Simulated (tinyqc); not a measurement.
Debye-Callaway model of lattice thermal conductivity: one step, computed by the program tinyqc. Command: `OMP_NUM_THREADS=1 python tinyqc.py 3030717 3030718 out.jsonl callaway walk`. One thread of a shared host (Intel(R) Xeon(R) Processor @ 2.30GHz), about 0.01 s of CPU time with the checks.

Three acoustic branches with one velocity v, cut at omega_D = k_B Theta/hbar; x = hbar omega/(k_B T). v and Theta are separate inputs: Theta cuts off the heat-carrying modes, so C need not reach 3 k_B/V. gamma is an effective value that sets the umklapp rate. Heat flows along the film.

Task: The integrand on a coarse grid. Rates: point defects A omega^4; umklapp B omega^2 T exp(-Theta/(b T)) with B = hbar gamma^2/(M v^2 Theta); normal processes f_N B omega^2 T (T/Theta)^2. Film: the bulk time tau of each mode, from the resistive rates above, is multiplied by the Fuchs-Sondheimer factor F = (3/2) int_0^1 (1 - u^2) [1 - (1 - p) (u/d) (1 - E)/(1 - p E)] du, with E = exp(-d/u), d = t/(v tau), by 48 Gauss-Legendre points in z with u = z^4; the boundary rate is defined as 1/(F tau) - 1/tau. x runs in ten equal steps to min(Theta/T, 12); g = x^4 e^x/(e^x - 1)^2; tau_C is the inverse of all rates summed; the last column is c tau_C g with c = (k_B/(2 pi^2 v)) (k_B T/hbar)^3.

Inputs (values chosen for the exercise, modelled on lead telluride):

| quantity | value | unit |
|---|---|---|
| sound velocity v | 1810 | m/s |
| Debye temperature Theta | 140 | K |
| mean atomic mass M | 167.4 | u |
| effective Grueneisen parameter gamma | 3.88 | - |
| umklapp exponent divisor b | 2 | - |
| film thickness t | 0.033 | micrometre |
| specularity p | 0.8 | - |
| normal-process factor f_N | 4.5 | - |
| temperature T | 300 | K |

Sample: film. Point defects: vacancies. Normal processes: included.

Rayleigh coefficient A = 7.326547e-42 s^3

Constants: k_B = 1.380649e-23 J/K; hbar = 1.054571817e-34 J s; u = 1.6605390666e-27 kg.

Give: Integrand.

Result:

Integrand:

| x | g | tau_C (s) | c tau_C g (W/(m K)) |
|---|---|---|---|
| 0.0467 | 0.0022 | 3.659e-12 | 0.1865 |
| 0.0933 | 0.0087 | 9.237e-13 | 0.1883 |
| 0.1400 | 0.0196 | 4.108e-13 | 0.1882 |
| 0.1867 | 0.0347 | 2.308e-13 | 0.1877 |
| 0.2333 | 0.0542 | 1.473e-13 | 0.1870 |
| 0.2800 | 0.0779 | 1.020e-13 | 0.1860 |
| 0.3267 | 0.1058 | 7.465e-14 | 0.1849 |
| 0.3733 | 0.1378 | 5.690e-14 | 0.1835 |
| 0.4200 | 0.1738 | 4.473e-14 | 0.1820 |
| 0.4667 | 0.2139 | 3.603e-14 | 0.1804 |

Among these rows the integrand is largest at x = 0.09.
